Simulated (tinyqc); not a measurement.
# Both saturation currents from two open-circuit voltages

Problem. Without shunt, at open circuit JL = J01 (exp(Voc/Vt) - 1) + J02 (exp(Voc/(2 Vt)) - 1). Find J01, J02 and the mean ideality (Voc2 - Voc1)/(Vt ln(JL2/JL1)).

Parameters, values chosen for the exercise:

| symbol | value | unit | meaning |
|---|---|---|---|
| T | 300 | K | temperature |

Constants: q = 1.602176634e-19 C, kB = 1.380649e-23 J/K, Vt = kB T/q. Results are converted to the units shown.

photocurrents (mA/cm^2): [24.9, 1.245]
Voc (V): [0.96834780, 0.81426563]

Solution. The relation is linear in J01 and J02, so two light levels give two equations; series resistance plays no part at open circuit.

J01 = 2.20e-20 A/cm^2
J02 = 1.80e-10 A/cm^2
mean ideality = 1.99

Computed by the program tinyqc: `OMP_NUM_THREADS=1 python tinyqc.py 2280016 2280017 out.jsonl`, one thread of a shared Intel Xeon 2.30GHz, about 0.01 s for the whole run.
